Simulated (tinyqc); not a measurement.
Planar metal-insulator-metal capacitor: capacitance, non-linearity, leakage and relaxation: one step of the calculation.

A film between two metal electrodes, each interface adding a series capacitance ci. The small-signal permittivity is ek (1 + aq E^2); the field is found with the linear permittivity. Leakage J = J0 sinh(E/Ef). After a voltage step the film passes a relaxation current kr C V tt^(-nr), tt being the time in seconds.

Problem. Planar capacitance, field and non-linearity. Planar film: Cf = eps0 ek/t, 1/C = 1/Cf + 2/ci, EOT = 3.9 eps0/C, effective permittivity C t/eps0, E = (V/t) C/Cf; quadratic coefficient [C(V)/C - 1]/V^2 with Cf (1 + aq E^2) in C(V).

Values chosen for this exercise; permittivity of the order of that of tantalum oxide:

| symbol | value | unit | meaning |
|---|---|---|---|
| ek | 25.6 |  | relative permittivity of the film |
| t | 17 | nm | film thickness |
| ci | 46 | uF/cm^2 | capacitance of each electrode interface (dead layer and screening) |
| aq | 0.0036 | cm^2/MV^2 | quadratic field coefficient of the permittivity |
| V | 1.4 | V | bias |
| J0 | 9.3e-11 | A/cm^2 | leakage prefactor |
| Ef | 0.43 | MV/cm | field for an e-fold rise of the leakage |

Constants: eps0 = 8.8541878128e-14 F/cm where lengths are in cm. Results are converted to the units shown.

Give: Cf; C; EOT; effective permittivity; E; quadratic coefficient; J.

Solution.

Cf = 1.3333 uF/cm^2
C = 1.2603 uF/cm^2
EOT = 2.7400 nm
effective permittivity = 24.197
E = 0.77840 MV/cm
quadratic coefficient = 1051.8 ppm/V^2
J = 2.7660e-10 A/cm^2

The interfaces take 5.48 % of the voltage.

Numbers from tinyqc (`OMP_NUM_THREADS=1 python tinyqc.py 2102120 2102121 out.jsonl`; about 0.01 s on one thread of a shared Intel Xeon 2.30GHz).
